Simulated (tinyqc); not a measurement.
Lorentz oscillators and the Kramers-Kronig relations: one step. eps1 at one grid point. Four cases, with inputs chosen for the exercise.

Problem. List the terms E_j eps2_j/(E_j^2 - E_i^2) for j - i odd, add them and form eps1.

Kramers-Kronig: eps1(E) = 1 + (2/pi) P integral_0^infinity E1 eps2(E1)/(E1^2 - E^2) dE1. Maclaurin rule on the grid E_j = j h, j = 1 .. M: eps1(E_i) = 1 + (4 h/pi) sum over j with j - i odd of E_j eps2(E_j)/(E_j^2 - E_i^2); nothing is added above E_M.

Case 1.

Values chosen: h = 0.5 eV (grid step); M = 40 (grid points E_j = j h); i = 15 (grid index at which eps1 is wanted).

eps2(E_j), j = 1 .. M: 0.041846  0.086721  0.138247  0.201478  0.284376  0.400870  0.578014  0.875184  1.444350  2.752478  6.238456  9.517689  6.256259  7.270545  15.694486  12.421297  4.721275  2.234323  1.281453  0.828209  0.578455  0.426285  0.326675  0.257895  0.208407  0.171619  0.143537  0.121625  0.104210  0.090148  0.078638  0.069106  0.061127  0.054387  0.048646  0.043719  0.039462  0.035762  0.032527  0.029684

Case 2.

Values chosen: h = 0.2 eV (grid step); M = 30 (grid points E_j = j h); i = 4 (grid index at which eps1 is wanted).

eps2(E_j), j = 1 .. M: 0.038569  0.078705  0.122179  0.171220  0.228903  0.299807  0.391248  0.515760  0.696573  0.981027  1.478106  2.483497  5.001278  13.256496  26.792606  11.303733  4.597814  2.544243  1.756693  1.422011  1.295467  1.289334  1.371080  1.532458  1.778563  2.122678  2.580374  3.156215  3.815119  4.441412

Case 3.

Values chosen (out of a larger set: line positions loosely like those of SiC; Lorentz tails absorb below the gap, where the real solid is clear; not measured data): h = 0.8 eV (grid step); M = 30 (grid points E_j = j h); i = 11 (grid index at which eps1 is wanted).

eps2(E_j), j = 1 .. M: 0.072865  0.157991  0.274092  0.461033  0.834218  1.902059  7.193349  5.980238  10.913435  17.034096  5.759510  4.904605  2.711666  1.358675  0.778851  0.499295  0.345693  0.252637  0.192086  0.150518  0.120776  0.098786  0.082089  0.069128  0.058878  0.050643  0.043935  0.038405  0.033798  0.029925

Case 4.

Values chosen: h = 0.25 eV (grid step); M = 36 (grid points E_j = j h); i = 17 (grid index at which eps1 is wanted).

eps2(E_j), j = 1 .. M: 0.061383  0.126357  0.199187  0.285772  0.395379  0.544366  0.765338  1.133546  1.860156  3.724684  10.509174  17.136047  6.410852  3.776270  3.608583  4.602796  7.016100  11.839603  18.253577  17.570891  10.930874  6.312817  3.882740  2.571155  1.809120  1.334401  1.021052  0.804292  0.648525  0.533029  0.445137  0.376769  0.322587  0.278952  0.243318  0.213861

Give: terms in order of j; sum; eps1(E_i).

Solution.

Case 1.

terms in order of j (1/eV): -0.0016  -0.0077  -0.0255  -0.0870  -0.4404  -2.8201  -7.0198  12.8220  0.8125  0.1893  0.0724  0.0353  0.0198  0.0122  0.0080  0.0055  0.0040  0.0029  0.0022  0.0017

sum = 3.586 1/eV
eps1(E_i) = 3.283

The oscillator formula gives 4.993 at E_i = 7.5 eV. The rule samples every 2h = 1 eV against a narrowest width of 0.96 eV and stops at 20 eV; coarse sampling and the missing tail make the difference.

Case 2.

terms in order of j (1/eV): -0.0129  -0.2618  0.6358  0.4150  0.4822  0.7742  2.1247  9.6146  1.4316  0.4837  0.3201  0.3074  0.3651  0.4886  0.6705

sum = 17.839 1/eV
eps1(E_i) = 5.543

The oscillator formula gives 5.851 at E_i = 0.8 eV. The rule samples every 2h = 0.4 eV against a narrowest width of 0.36 eV and stops at 6 eV; coarse sampling and the missing tail make the difference.

Case 3.

terms in order of j (1/eV): -0.0034  -0.0220  -0.1678  -1.0492  -10.1393  3.1987  0.3170  0.0740  0.0280  0.0135  0.0075  0.0046  0.0030  0.0020  0.0014

sum = -7.732 1/eV
eps1(E_i) = -6.876

The oscillator formula gives -5.182 at E_i = 8.8 eV. The rule samples every 2h = 1.6 eV against a narrowest width of 0.86 eV and stops at 24 eV; coarse sampling and the missing tail make the difference.

Case 4.

terms in order of j (1/eV): -0.0035  -0.0167  -0.0516  -0.1612  -0.7883  -5.6726  -2.2739  -8.9266  24.3558  12.6637  2.8489  0.8600  0.3586  0.1820  0.1047  0.0656  0.0438  0.0306

sum = 23.619 1/eV
eps1(E_i) = 8.518

The oscillator formula gives 8.904 at E_i = 4.25 eV. The rule samples every 2h = 0.5 eV against a narrowest width of 0.4 eV and stops at 9 eV; coarse sampling and the missing tail make the difference.

Computed by tinyqc, one run a case: `OMP_NUM_THREADS=1 python tinyqc.py N N+1 out.jsonl` with N = 1682377, 1682469, 1682508, 1682669; one thread of a shared Intel(R) Xeon(R) Processor @ 2.30GHz, about 0.2 s a run at most.
